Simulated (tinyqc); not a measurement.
Inside a calculation. Method: plane-wave Kohn-Sham cycle with exchange-only LDA in a layered model solid. One step of it, computed by the program tinyqc.

Problem. Iteration 2: potential. V_H(G) = 4 pi rho(G)/G^2 for G != 0 (uniform background); v_x = -(3 rho/pi)^(1/3); V = V_ext + V_H + v_x; Fourier components f(G_m) = (1/N) sum_j f(x_j) exp(-i G_m x_j).

A solid whose potential varies along x alone (atomic units):
```
parameter                      value
period a                   15.200000
cross-section of the cell  10.000000
electrons per cell                 2
grid points                       16
plane waves -n..n, n               3
k points                           1
V1 in V1 cos(2 pi x/a)     -0.650000
```

density after iteration 1 (e/bohr^3): 0.03275023  0.02418924  0.01028284  0.00550480  0.00777048  0.01045579  0.01187676  0.01248174  0.01265277  0.01248174  0.01187676  0.01045579  0.00777048  0.00550480  0.01028284  0.02418924

Give: Potentials on the grid; V(G_m), m = 0, 1, 2, ....

Solution.

Potentials on the grid (hartree):
```
x          V_ext      V_H      v_x        V
0.0000   -0.6500   0.5166  -0.3151  -0.4485
0.9500   -0.6005   0.4143  -0.2848  -0.4710
1.9000   -0.4596   0.1921  -0.2141  -0.4817
2.8500   -0.2487  -0.0072  -0.1739  -0.4298
3.8000         0  -0.1265  -0.1950  -0.3216
4.7500    0.2487  -0.1848  -0.2153  -0.1514
5.7000    0.4596  -0.2112  -0.2247   0.0237
6.6500    0.6005  -0.2223  -0.2284   0.1498
7.6000    0.6500  -0.2253  -0.2295   0.1952
8.5500    0.6005  -0.2223  -0.2284   0.1498
9.5000    0.4596  -0.2112  -0.2247   0.0237
10.4500   0.2487  -0.1848  -0.2153  -0.1514
11.4000        0  -0.1265  -0.1950  -0.3216
12.3500  -0.2487  -0.0072  -0.1739  -0.4298
13.3000  -0.4596   0.1921  -0.2141  -0.4817
14.2500  -0.6005   0.4143  -0.2848  -0.4710
```

V(G_m), m = 0, 1, 2, ... (hartree): -0.2261  -0.1699  0.0474  0.0069  0.0012  0.0020  0.0014
